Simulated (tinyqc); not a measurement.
Quantum-well laser, gain and threshold: two steps of the calculation.

One electron and one heavy-hole subband per well, parabolic, with equal sheet densities n of electrons and holes; k-conserving transitions, TE polarisation, no line broadening, so the gain starts as a step at E0 and peaks there. All wells are pumped alike.

Values chosen for this exercise; well values close to those of gallium arsenide:
- T = 273 K (temperature)
- E0 = 1.41 eV (lowest transition energy)
- me = 0.0644 m0 (in-plane electron mass)
- mh = 0.364 m0 (in-plane hole mass)
- Ep = 28.3 eV (Kane energy)
- nr = 3.8 (refractive index)
- Lw = 4 nm (well width)
- Nw = 4 (number of wells)
- Gw = 0.025 (optical confinement per well)
- ai = 15 1/cm (internal loss)
- Lc = 1000 um (cavity length)
- R1 = 0.32 (front reflectance)
- R2 = 0.32 (back reflectance)

Constants: q = 1.602176634e-19 C, kB = 1.380649e-23 J/K, eps0 = 8.8541878128e-12 F/m, hbar = 1.054571817e-34 J s, m0 = 9.1093837015e-31 kg, c = 299792458 m/s. Results are converted to the units shown.

Question 1. Densities of states, saturated gain and threshold gain. Nc = me kB T/(pi hbar^2), Nv = mh kB T/(pi hbar^2), mr = me mh/(me + mh) in m0, g0(E) = q^2 Ep mr/(4 nr eps0 c hbar E Lw) (squared momentum element m0 Ep/4, joint density of states mr/(pi hbar^2 Lw) for both spins). Mirror loss am = ln(1/(R1 R2))/(2 Lc); threshold gain gth = (ai + am)/(Nw Gw).

Find: Nc; Nv; mr; g0(E0); am; gth.

Answer 1.

Nc = 6.3288e11 cm^-2
Nv = 3.5771e12 cm^-2
mr = 0.054719 m0
g0(E0) = 16564 1/cm
am = 11.394 1/cm
gth = 263.94 1/cm

Question 2. Threshold density by Newton steps. fe = 1 - exp(-n/Nc) and fh = 1 - exp(-n/Nv) are the fillings of the two band edges; f = g0 (fe + fh - 1) - gth; f' = g0 [(1 - fe)/Nc + (1 - fh)/Nv]; n(new) = n - f/f'.

n after iteration 1 = 4.7338878e11 cm^-2
Nc = 6.3287596e11 cm^-2
Nv = 3.5771250e12 cm^-2
g0(E0) = 16564.439 1/cm
gth = 263.94343 1/cm

Give: fe; fh; f; f'; n after iteration 2.

Answer 2.

fe = 0.5267
fh = 0.1240
f = -6051 1/cm
f' = 1.644e-8 cm
n after iteration 2 = 8.413e11 cm^-2

tinyqc, about 0.02 s, one thread, Intel Xeon 2.30GHz (shared host): `OMP_NUM_THREADS=1 python tinyqc.py 2840123 2840124 out.jsonl`
